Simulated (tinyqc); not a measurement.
Worked calculation: k.p values derived from sp3s* tight binding at Gamma. Values are carried at full precision from step to step, so a last printed digit may differ when a step is redone from the rounded ones.

At Gamma the states are two-level mixtures: s-like S+ (upper) and S- (lower) from [[Esa, Vss], [Vss, Esc]], p-like P- (valence) and P+ from [[Epa, Vxx], [Vxx, Epc]], and the bare s* levels. With real k in 1/angstrom and kz = 0, the phase sums over the four bonds are g0 = 1 - (a k/4)^2/2, g1 = i a kx/4, g3 = -(a/4)^2 kx ky to second order. Each mixture is written (anion, cation) with the anion part positive. c = hbar^2/2m0. No spin-orbit coupling.

Constants: hbar^2/2m0 = 3.80998211 eV angstrom^2.

Inputs chosen for the exercise (near a published set for Ge, fitted to gaps, whose masses and valley positions are rough; the results hold for these values, not for the real material): Esa = -5.892 eV (s level of the anion); Esc = -5.892 eV (s level of the cation); Epa = 1.603 eV (p level of the anion); Epc = 1.603 eV (p level of the cation); Vss = -6.76 eV (s-s); Vxx = 1.6 eV (px-px); a = 5.654 angstrom (lattice constant); Vsapc = 5.451 eV (s anion, p cation); Vscpa = 5.451 eV (s cation, p anion); Vxapc = 5.172 eV (s* anion, p cation); Vpaxc = 5.172 eV (p anion, s* cation); Exa = 6.423 eV (s* level of the anion); Exc = 6.423 eV (s* level of the cation); Vxy = 4.855 eV (px-py).

## States at Gamma

Solve the two blocks.

States:

| state | E (eV) | anion part | cation part |
|---|---|---|---|
| S- | -12.6520 | 0.70711 | 0.70711 |
| P- | 0.0030 | 0.70711 | -0.70711 |
| S+ | 0.8680 | 0.70711 | -0.70711 |
| P+ | 3.2030 | 0.70711 | 0.70711 |

## Linear terms and the Kane energy

<s state|dH/dkx|x state> = i P with P = (a/4)(sa pc Vsapc + sc pa Vscpa), sa, sc and pa, pc being the parts of the two states; for s* on the anion P = (a/4) pc Vxapc, on the cation (a/4) pa Vpaxc. Ep = P^2/c for S+ to P-.

Couplings:

| pair | P (eV angstrom) | E(first) - E(second) (eV) |
|---|---|---|
| S+ to P- | -7.7050 | 0.8650 |
| S+ to P+ | 0.0000 | -2.3350 |
| S- to P- | 0.0000 | -12.6550 |
| s*a to P- | -5.1694 | 6.4200 |
| s*c to P- | 5.1694 | 6.4200 |

Ep = 15.582 eV

The two terms of S+ to P- have the same sign and add: S+ and P- both change sign from anion to cation. An on-site momentum element between s and p, which real atoms have, is absent from this model.

## Electron mass

m0/m = [<S+|d2H/dkx^2|S+>/2 + sum P^2/(E(S+) - E(P))]/c over P- and P+, with the direct term -(a/4)^2 sa sc Vss.

parts of m0/m: direct -1.772, from P- 18.014, from P+ 0.000

mass = 0.0616 m0

The valence band supplies 111 % of m0/m; the direct term, which stands in for the free-electron 1, is -1.77. S+ is not the lowest valley of Ge; this is the mass of the Gamma level.

## Valence parameters L, M, N and the Luttinger values

Direct terms d0 = -(a/4)^2 pa pc Vxx, dN = -2 (a/4)^2 pa pc Vxy for P-. F = sum P^2/(E(P-) - E(s)) over S+, S-, s*a, s*c. The y state of P- couples to the z state of P+ through Q = (a/4) Vxy (pa p'c - pc p'a), primes for P+, and H1 = Q^2/(E(P-) - E(P+)). L = d0 + F, M = d0 + H1, N = dN + F + H1; g1 = -(L + 2M)/(3c), g2 = -(L - M)/(6c), g3 = -N/(6c).

d0, dN, F, Q, H1 (eV angstrom^2; Q in eV angstrom): 1.5984  9.7002  -76.9570  6.8625  -14.7170

L, M, N (eV angstrom^2): -75.359  -13.119  -81.974

g1, g2, g3: 8.889  2.723  3.586

Along [100] the masses without spin-orbit coupling are c/|L| = 0.051 (one band) and c/|M| = 0.290 (two bands).

## Checks

- Electron mass against a finite difference of the full bands: 0.06157 against 0.06158.
- L and M against finite differences along [100]: largest relative difference 7.4e-05.
- Lowest curvature along [111], (L + 2M + 2N)/3, against a finite difference: -88.515 against -88.508.

(tinyqc, `OMP_NUM_THREADS=1 python tinyqc.py 1450259 1450260 out.jsonl`, Intel(R) Xeon(R) Processor @ 2.30GHz, 1 thread, shared host, about 0.01 s.)
